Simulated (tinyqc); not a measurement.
Permittivity of the insulator from five potentials.

Problem. A node lies on a semiconductor-insulator interface. Steps: hs = tb/2 down into the semiconductor, ho = tox/1 up into the insulator, hy = L/5 sideways. The flux balance of its box reads eox (hy/ho)(above - node) + eps_r (hy/hs)(below - node) + [(eps_r hs + eox ho)/(2 hy)](left + right - 2 node) - q Na (hs/2) hy/eps0 = 0. Find eox.

Values chosen for this exercise; semiconductor permittivity close to that of silicon: relative permittivity of the semiconductor eps_r = 11.9; half the body thickness tb = 6 nm; insulator thickness tox = 3.6 nm; channel length L = 34 nm; acceptor density of the depleted body Na = 0 cm^-3.

Constants: q = 1.602176634e-19 C, eps0 = 8.8541878128e-14 F/cm where lengths are in cm. Results are converted to the units shown.

psi (V): node 0.19546049, above 0.11, below 0.22604131, left 0.25622707, right 0.21838134

Solution. The balance is linear in eox.

eox = 7.50

Program tinyqc, `OMP_NUM_THREADS=1 python tinyqc.py 2480097 2480098 out.jsonl`; Intel Xeon 2.30GHz, shared host, one thread, about 0.1 s.
